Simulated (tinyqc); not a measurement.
Three-band tight binding of a dichalcogenide monolayer: sweeps and comparisons. A value that a table varies takes the place of the one given here.

Basis dz2, dxy, dx2-y2 on a triangular lattice, nearest neighbours; alpha = kx a/2, beta = sqrt3 ky a/2. h0 = e1 + 2 t0 (cos 2alpha + 2 cos alpha cos beta); h1 = -2 sqrt3 t2 sin alpha sin beta + 2i t1 (sin 2alpha + sin alpha cos beta); h2 = 2 t2 (cos 2alpha - cos alpha cos beta) + 2i sqrt3 t1 cos alpha sin beta; h11 = e2 + 2 t11 cos 2alpha + (t11 + 3 t22) cos alpha cos beta; h22 = e2 + 2 t22 cos 2alpha + (3 t11 + t22) cos alpha cos beta; h12 = sqrt3 (t22 - t11) sin alpha sin beta + 4i t12 sin alpha (cos alpha - cos beta) + i lam sz. H = [[h0, h1, h2], [., h11, h12], [., ., h22]], Hermitian; the lowest band of each spin is filled. K = (4 pi/3a, 0), M = (pi/a, pi/(sqrt3 a)).

Constants: hbar^2/2m0 = 3.80998211 eV angstrom^2.

Inputs chosen for the exercise (near a published set for monolayer MoSe2; the results hold for these values, not for the real material): a = 3.316 angstrom (lattice constant); e1 = 0.925 eV (level of dz2); e2 = 2.062 eV (level of dxy and dx2-y2); t0 = -0.192 eV (hopping); t1 = 0.31 eV (hopping); t2 = 0.449 eV (hopping); t11 = 0.214 eV (hopping); t12 = 0.29 eV (hopping); t22 = 0.132 eV (hopping); lam = 0.089 eV (spin-orbit constant).

## Three bands against the two-band Dirac model at K

Masses from central differences along kx with step 0.002 1/angstrom, c = hbar^2/2m0; Berry curvature of the valence band from a counter-clockwise plaquette of side 0.001 1/angstrom, Omega = -arg(product of overlaps)/area. Two-band model: coupling A = (3 a/(2 sqrt2))(t1 + sqrt3 t2) between valence and conduction states, mass c G/A^2 for both, Omega_v = 2 A^2/G^2. sz = 0 drops the spin-orbit term.

At K:
```
sz  G (eV)  m_c (m0)  m_v (m0)  two-band mass  Omega_v (angstrom^2)  two-band Omega
1   1.3759     0.529     0.745          0.358                15.431          15.462
0   1.4649     0.572     0.854          0.381                13.613          13.640
-1  1.5539     0.616     0.980          0.405                12.098          12.122
```

A = 3.8256 eV angstrom

Without spin-orbit coupling the electron mass is 0.572 and the hole mass 0.854, against 0.381 for both in the two-band model: the third band and the curvature of the diagonal terms break the symmetry. The Berry curvature is -0.2 % from the two-band value. The smaller gap (sz = +1) has the larger curvature, by a factor 1.28.

## All hoppings scaled

The six hoppings are multiplied by f; e1, e2 and lam stay (real strain also moves e1 and e2, so this is no model of it). Closed forms: Ev(K) = e2 - (3/2)(t11 + t22) - 3 sqrt3 t12 + lam, Ec(K) = e1 - 3 t0, Ev(Gamma) = e1 + 6 t0.

Gaps (eV):
```
f     direct gap at K  Ev(K) - Ev(Gamma)  Ec(K) - top of valence band
0.85           0.9856             0.4832                       0.9856
0.90           1.1157             0.4395                       1.1157
0.94           1.2198             0.4045                       1.2198
0.97           1.2978             0.3783                       1.2978
1.00           1.3759             0.3521                       1.3759
1.03           1.4539             0.3259                       1.4539
1.06           1.5320             0.2997                       1.5320
1.10           1.6361             0.2647                       1.6361
```

The direct gap changes by +26.0 meV for each per cent of f. The top of the valence band stays at K over the range.

## What each parameter does

Spin up: gap at K, Ev(K) - Ev(Gamma), and masses at K by central differences along kx with step 0.002 1/angstrom, c = hbar^2/2m0. Each row changes one parameter from the base and keeps the others.

Results:
```
case            gap at K (eV)  K - Gamma (eV)  m_c (m0)  m_v (m0)
base                   1.3759          0.3521     0.529     0.745
t0 = -0.222 eV         1.4659          0.5321     0.617     0.855
t12 = 0.32 eV          1.5318          0.1962     0.605     1.059
lam = 0.119 eV         1.3459          0.3821     0.515     0.712
e2 = 2.032 eV          1.4059          0.3221     0.549     0.780
e1 = 0.895 eV          1.3459          0.3821     0.510     0.712
t11 = 0.244 eV         1.4209          0.3071     0.560     0.813
```

The largest shifts from the base row, up to three for each result and ties (the steps differ in size, so this ranks the rows, not the parameters). gap at K (eV): t12 +0.1559, t0 +0.0900, t11 +0.0450. K - Gamma (eV): t0 +0.1800, t12 -0.1559, t11 -0.0450. m_c (m0): t0 +0.088, t12 +0.076, t11 +0.031. m_v (m0): t12 +0.314, t0 +0.109, t11 +0.067.

Computed by tinyqc, a small Python program: `OMP_NUM_THREADS=1 python tinyqc.py 1450181 1450182 out.jsonl` (the numbers bound the seed that draws the inputs); one thread of a shared host (Intel(R) Xeon(R) Processor @ 2.30GHz), about 0.02 s for the whole set of steps.
